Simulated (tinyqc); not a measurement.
Estimate of lattice thermal conductivity from elastic moduli (Slack, Klemens and Cahill formulas): one step, computed by the program tinyqc. Command: `OMP_NUM_THREADS=1 python tinyqc.py 3029843 3029844 out.jsonl slack walk`. One thread of a shared host (Intel(R) Xeon(R) Processor @ 2.30GHz), about 0.01 s of CPU time with the checks.

An isotropic solid.

Task: Velocities, Poisson ratio and Debye temperature. rho = M/V; vL = sqrt((B + 4G/3)/rho), vT = sqrt(G/rho); v_m = [(vL^-3 + 2 vT^-3)/3]^(-1/3); Poisson ratio sigma = (3B - 2G)/(6B + 2G); Theta = hbar v_m (6 pi^2/V)^(1/3)/k_B.

Inputs (values chosen for the exercise, for a model crystal): bulk modulus B = 193 GPa; shear modulus G = 164 GPa; volume per atom V = 33.8 angstrom^3; mean atomic mass M = 43.9 u.

Grueneisen parameter: from the Poisson ratio.

Constants: u = 1.6605390666e-27 kg; hbar = 1.054571817e-34 J s; k_B = 1.380649e-23 J/K.

Give: density rho; vL; vT; v_m; Poisson ratio sigma; Debye temperature Theta.

Result:

density rho = 2157 kg/m^3

vL = 13816 m/s

vT = 8720 m/s

v_m = 9596 m/s

Poisson ratio sigma = 0.1689

Debye temperature Theta = 883.6 K
